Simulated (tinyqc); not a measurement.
Comparisons within one model: cyclotron resonance of ellipsoidal valleys, Si type. A value that a table varies takes the place of the one given here.

Valleys along [100], [010], [001] (each with its opposite partner), mass ml along the axis and mt across it. B lies in the (1-10) plane, b = (sin(theta)/sqrt2, sin(theta)/sqrt2, cos(theta)). For the angle phi between B and the axis, 1/mc^2 = cos^2(phi)/mt^2 + sin^2(phi)/(mt ml). Resonance: h nu = 2 muB B/mc, h = 2 pi hbar.

Constants: hbar = 6.58211957e-16 eV s; muB = 5.788381798e-05 eV/T.

Inputs chosen for the exercise (near those of Si; not measured data):
```
symbol  value                        unit     meaning
ml      0.888                        m0       longitudinal mass
mt      0.189                        m0       transverse mass
ths     (0, 15, 30, 45, 60, 75, 90)  degrees  angles
g1      4.34                                  Luttinger gamma1
g2      0.34                                  gamma2
g3      1.43                                  gamma3
theta   72                           degrees  angle of B from [001] towards [110]
nu      70                           GHz      microwave frequency
```

## Rotating the field

mc against theta; [100] and [010] stay equal in this plane.

Cyclotron masses (m0):
```
theta (degrees)   [100]   [001]
0                0.4097  0.1890
15               0.3864  0.1942
30               0.3388  0.2109
45               0.2953  0.2427
60               0.2652  0.2953
75               0.2482  0.3668
90               0.2427  0.4097
```

What does this show, and why?

All valleys give one line at theta = 54.7 degrees, B along [111], with mc = 0.2742. The [001] pair goes from mt to sqrt(ml mt), a factor 2.17; the other four only fall from sqrt(ml mt) to 0.2427, since their angle to B never drops below 45 degrees.

## Heavy and light holes (cyclotron masses of warped hole bands)

E = c k^2 f(n) with f = g1 -/+ 2 sqrt(g2^2 + 3 (g3^2 - g2^2)(nx^2 ny^2 + ny^2 nz^2 + nz^2 nx^2)). For the orbit through k = 0 perpendicular to b = (sin(theta)/sqrt2, sin(theta)/sqrt2, cos(theta)), mc is the mean of 1/f over the directions n in that plane (180 evenly spaced angles). Quantum effects of the lowest levels are left out.

Cyclotron masses (m0):
```
theta (degrees)   heavy   light
0                0.4041  0.1668
15               0.4303  0.1611
30               0.4892  0.1525
45               0.5357  0.1472
60               0.5419  0.1465
75               0.5289  0.1499
90               0.5205  0.1536
```

What does this show?

The heavy mass varies by 34 % over the table, with its largest listed value at 60 degrees ([111] lies at 54.7) and its smallest at 0; the light mass varies by 13.8 %. The warping term enters both with the same size, but it is set against a small inverse mass in one and a large one in the other (along [111], g1 - 2 g3 = 1.48 and g1 + 2 g3 = 7.20).

## What each parameter does

Resonance fields B = h nu mc/(2 muB) of the valleys [100] and [001]. Each row changes one parameter from the base and keeps the others.

Results:
```
case                [100] (T)  [001] (T)
base                   0.6267     0.8807
ml = 1.021 m0          0.6352     0.9217
mt = 0.17 m0           0.5696     0.8202
theta = 76 degrees     0.6188     0.9289
nu = 77 GHz            0.6893     0.9687
```

What does this show?

The largest shifts from the base row, up to three for each result and ties (the steps differ in size, so this ranks the rows, not the parameters). [100] (T): nu +0.0627, mt -0.0571, ml +0.0085. [001] (T): nu +0.0881, mt -0.0605, theta +0.0482.

(tinyqc, `OMP_NUM_THREADS=1 python tinyqc.py 1282410 1282411 out.jsonl`, Intel(R) Xeon(R) Processor @ 2.30GHz, 1 thread, shared host, about 0.01 s.)
